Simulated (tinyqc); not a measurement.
Physical sputtering: collision-cascade yield, angular dependence, faceting and resputtering in deposition: one step, computed by the program tinyqc.

Ions start collision cascades; atoms that reach the surface with more than U leave. The target is amorphous or fine-grained.

Task: Oblique incidence. Angular law: Y/Y0 = t^f exp(-f cos(a_opt)(t - 1)), t = 1/cos(angle), largest at a_opt. A plane tilted by the angle recedes along the beam at a speed proportional to Y(angle), and along its own normal as Y cos(angle).

Inputs (values chosen for the exercise, modelled on gallium ions on aluminium): angular exponent f = 1.5; angle of the largest yield = 67 degrees; angle of incidence = 50 degrees.

yield Y0 = 1.015341 atoms per ion

Give: Y/Y0 at the angle; yield at the angle; normal speed relative to a flat surface; largest Y/Y0.

Result:

Y/Y0 at the angle = 1.4010

yield at the angle = 1.4225 atoms per ion

normal speed relative to a flat surface = 0.90056

largest Y/Y0 = 1.6416
